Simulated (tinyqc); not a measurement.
Haynes-Shockley experiment: drift, diffusion and decay of a minority-carrier pulse: one step, computed by the program tinyqc. Command: `OMP_NUM_THREADS=1 python tinyqc.py 3111183 3111184 out.jsonl haynes walk`. One thread of a shared host (Intel(R) Xeon(R) Processor @ 2.30GHz), about 0.01 s of CPU time with the checks.

A thin sheet of excess carriers is made at x = 0, t = 0 in a long uniform bar; injection is low, so the pulse moves with the minority mobility.

Question. Transport coefficients. D = mu k_B T/e, v = mu F. Transit time d/v, diffusion length sqrt(D tau), drift length v tau, Peclet number v d/D = e F d/(k_B T).

Inputs (values chosen for the exercise, modelled on electrons in p-type germanium in a lightly doped bar):
```
quantity,value,unit
minority mobility mu,4180,cm^2/(V s)
lifetime tau,370,microsecond
temperature T,300,K
field F,7.6,V/cm
distance d to the collector,0.47,cm
```

Constants: k_B = 8.617333262e-05 eV/K.

Give: D; drift velocity v; transit time d/v; diffusion length; drift length v tau; Peclet number.

Answer.

D = 108.06 cm^2/s

drift velocity v = 31768 cm/s

transit time d/v = 14.795 microsecond

diffusion length = 1999.6 micrometre

drift length v tau = 11.75416 cm

Peclet number = 138.17

The pulse must travel 0.0400 drift lengths.
